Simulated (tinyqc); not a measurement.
# Surface potential of a MOS transistor: implicit equation and explicit approximations, step by step

Computed by the program tinyqc: `OMP_NUM_THREADS=1 python tinyqc.py 2122039 2122040 out.jsonl`, one thread of a shared Intel Xeon 2.30GHz, about 0.01 s for the whole run. Printed values are rounded.

p-type body, charge-sheet picture, depletion and inversion only, full ionisation (an idealisation for deep acceptors), Boltzmann statistics (rough once Na exp(x - xn) passes about Nc/7). In units of Vt: xg = (Vg - Vfb)/Vt, x = psi/Vt, G = gamma/sqrt(Vt), xn = (2 phiF + Vc)/Vt. The implicit equation is (xg - x)^2 = G^2 [x - 1 + exp(x - xn)] for x above about 3. Cox = eps0 eox/tox.

Parameters, values chosen for the exercise; band and dielectric values close to those of silicon:
- T = 300 K (temperature)
- Eg = 1.12 eV (band gap)
- eps_r = 11.9 (relative permittivity)
- Nc = 2.81e19 cm^-3 (conduction-band density of states at T)
- Nv = 2.64e19 cm^-3 (valence-band density of states at T)
- eox = 3.9 (relative permittivity of the gate insulator (close to silicon dioxide))
- tox = 3.9 nm (insulator thickness)
- Na = 1.3e18 cm^-3 (acceptor density)
- Vfb = -0.49 V (flat-band voltage)
- Vc = 1 V (channel-body voltage)
- Vg = 2.23 V (gate-body voltage)

Constants: q = 1.602176634e-19 C, kB = 1.380649e-23 J/K, Vt = kB T/q, eps0 = 8.8541878128e-14 F/cm where lengths are in cm. Results are converted to the units shown.

## Scales

ni = sqrt(Nc Nv) exp(-Eg/(2 Vt)), Eg in volts; phiF = Vt ln(Na/ni); gamma = sqrt(2 q eps0 eps_r Na)/Cox; VT = Vfb + Vt (xn + G sqrt(xn - 1)).

phiF = 0.481353 V
gamma = 0.748240 V^0.5
G = 4.65365
xn = 75.9209
VT = 2.51404 V
xg = 105.214

## Explicit approximation

Depletion value a = 1 + [sqrt(G^2/4 + xg - 1) - G/2]^2; inversion value b = xn + ln[(xg - xn)^2/G^2 - xn + 1] and first guess y = min(a, b) - ln(1 + exp(-|a - b|)) if a > xn + 1, else b = y = a; one second-order correction with D = exp(y - xn), p = 2 (xg - y) + G^2 (1 + D), w = (xg - y)^2 - G^2 (y - 1 + D): z = y + 2 w/(p + sqrt(p^2 - 2 (2 - G^2 D) w)), or the Newton step z = y + w/p where the root is not real.

a = 67.3171
b = 67.3171
y = 67.3171
p = 97.4548
w = -0.00397225
z = 67.3171

The root of the implicit equation is x = 67.3171; y misses it by 4.1e-5 and z by 0, in units of Vt.

## Starting value

x = y rounded to two decimals.

x at the start = 67.32

## Iteration 1: new x

D = exp(x - xn), f = (xg - x)^2 - G^2 (x - 1 + D), f' = -2 (xg - x) - G^2 (1 + D), x(new) = x - f/f'.

D = 1.83948e-4
f = -0.283815
f' = -97.4491
x after iteration 1 = 67.3171

## Iteration 2: new x

As before.

D = 1.83413e-4
f = 8.46543e-6
f' = -97.4549
x after iteration 2 = 67.3171

## Course of the iteration

Stop when the step is below 1e-11, or after 60 iterations.

Course of the iteration:
```
iteration,x before the step,step
1,67.32,-2.91e-3
2,67.3171,8.69e-8
3,67.3171,0
```

Converged in 3 iterations.

## Potential, charges and gate control

converged x = 67.3171

psi = Vt x; N_dep = Cox Vt G sqrt(x - 1)/q; N_inv = (Cox Vt G/q) [sqrt(x - 1 + exp(x - xn)) - sqrt(x - 1)]; dpsi/dVg = 1/[1 + G^2 (1 + exp(x - xn))/(2 (xg - x))].

psi = 1.74028 V
N_dep = 5.41426e12 cm^-2
N_inv = 7.4871e6 cm^-2
dpsi/dVg = 0.777739

psi lies 8.6 Vt below 2 phiF + Vc.
